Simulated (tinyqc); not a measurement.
Layer from its matrix.

Problem. For (psi, psi'/m) a flat barrier below its edge has M = [[cosh Kd, (m/K) sinh Kd], [(K/m) sinh Kd, cosh Kd]], K = sqrt(m (U - E)/C), C = hbar^2/(2 m0). Its width is d = 2.8 nm. Find K, m and U.

Values chosen for this exercise:
```
symbol,value,unit,meaning
E,0.13,eV,electron energy
```

Constants: q = 1.602176634e-19 C, hbar = 1.054571817e-34 J s, m0 = 9.1093837015e-31 kg, hbar^2/(2 m0) = 0.0380998212 eV nm^2. Results are converted to the units shown.

M of the layer (M12 in nm, M21 in 1/nm):
```
,1,2
1,5.8566185,0.49394863
2,67.415877,5.8566185
```

Solution. K = arcosh(M11)/d, m/K = sqrt(M12/M21), and U = E + C K^2/m.

K = 0.876 1/nm
m = 0.0750 m0
U = 0.520 eV

tinyqc, about 0.09 s, one thread, Intel Xeon 2.30GHz (shared host): `OMP_NUM_THREADS=1 python tinyqc.py 2560104 2560105 out.jsonl`
